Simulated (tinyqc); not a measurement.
# Band bending at a free surface with one surface level, surface photovoltage and Kelvin probe: what changes with what

n-type bulk, xi = Ec - EF = Vt ln(Nc/Nd), p0 = ni^2/Nd, ni = sqrt(Nc Nv) exp(-Eg/(2 Vt)), Eg in volts. b is the upward band bending, u = b/Vt. Space charge per area, in units of q: Qc = sign(b) sqrt((2 eps0 eps_r Vt/q) [(Nd + dn)(exp(-u) - 1) + Nd u + (p0 + dn)(exp(u) - 1)]), with dn the excess density under light (flat quasi-Fermi levels; 0 in the dark). The level holds -Ns f, f = 1/(1 + exp((xi + b - Es)/Vt)). Neutrality: Qc + Qf + (charge of the states) = 0.

Inputs (values chosen for the exercise); band and dielectric values close to those of indium phosphide:
- T = 300 K (temperature)
- Eg = 1.32 eV (band gap)
- eps_r = 12.4 (relative permittivity)
- Nc = 5.72e17 cm^-3 (conduction-band density of states at T)
- Nv = 1.08e19 cm^-3 (valence-band density of states at T)
- Nd = 5.7e16 cm^-3 (donor density)
- Qf = 0 cm^-2 (fixed positive charge at the surface)
- Ns = 2e12 cm^-2 (density of an acceptor-like surface level)
- Es = 0.43 eV (its depth below the conduction edge)

Constants: q = 1.602176634e-19 C, kB = 1.380649e-23 J/K, Vt = kB T/q, eps0 = 8.8541878128e-14 F/cm where lengths are in cm. Results are converted to the units shown.

Each table varies one quantity; the others keep the values above.

## Pinning by the surface states

b solves the neutrality condition in the dark.

Pinning by the surface states:

| Ns (cm^-2) | b (V) | xi + b (eV) | Qc (cm^-2) |
|---|---|---|---|
| 2.4e10 | 0.0064302 | 0.066047 | 2.4000e10 |
| 6.7e10 | 0.019384 | 0.079001 | 6.7000e10 |
| 1.8e11 | 0.065254 | 0.12487 | 1.8000e11 |
| 5.1e11 | 0.30739 | 0.36701 | 4.6898e11 |
| 1.4e12 | 0.38332 | 0.44293 | 5.2844e11 |
| 3.9e12 | 0.41694 | 0.47656 | 5.5274e11 |
| 1.1e13 | 0.44541 | 0.50503 | 5.7250e11 |
| 2.9e13 | 0.47057 | 0.53019 | 5.8942e11 |
| 8.1e13 | 0.49672 | 0.55634 | 6.0650e11 |

b rises from 0.00643 to 0.497 V. The level is over 95 % full (Qc near Ns - Qf) in the 3 rows with xi + b more than 3 Vt short of Es = 0.43 eV. Beyond that it empties, and between the last two rows b gains only 58.6 mV a decade.

## Photovoltage against injection

Same model as above.

Under chopped light the surface charge keeps its dark value, so b falls to bL with Qc(bL, dn) = Qc(b, 0); the photovoltage is b - bL.

Result of one run:

| dn (cm^-3) | bL (V) | photovoltage (mV) | share of b removed (%) |
|---|---|---|---|
| 1.7e15 | 0.1493 | 246.9 | 62.32 |

What becomes of these results when the excess carrier density under light dn is changed from 1.7e15 to 3.3e11 cm^-3, all else the same?

Result of the changed run:

| dn (cm^-3) | bL (V) | photovoltage (mV) | share of b removed (%) |
|---|---|---|---|
| 3.3e11 | 0.3343 | 61.90 | 15.62 |

The whole series:

| dn (cm^-3) | bL (V) | photovoltage (mV) | share of b removed (%) |
|---|---|---|---|
| 6.4e7 | 0.3961 | 0.1309 | 0.03304 |
| 1.1e9 | 0.3941 | 2.086 | 0.5266 |
| 1.9e10 | 0.3774 | 18.85 | 4.756 |
| 3.3e11 | 0.3343 | 61.90 | 15.62 |
| 5.7e12 | 0.2775 | 118.7 | 29.96 |
| 9.9e13 | 0.2147 | 181.5 | 45.81 |
| 1.7e15 | 0.1493 | 246.9 | 62.32 |
| 3e16 | 0.08311 | 313.1 | 79.03 |
| 5.2e17 | 0.03012 | 366.1 | 92.40 |

The photovoltage rises from 0.131 to 366 mV, towards the full b = 396 mV. Its steepest rise is 53.1 mV a decade (Vt ln 10 = 59.5 mV), and it reaches 92.4 % of b in the last row: even strong light does not flatten the bands fully, so a saturation reading understates b. For dn = 5.2e17 the injection is high, and a Dember voltage, left out here, adds to the signal.

tinyqc, about 0.01 s, one thread, Intel Xeon 2.30GHz (shared host): `OMP_NUM_THREADS=1 python tinyqc.py 2430013 2430014 out.jsonl`
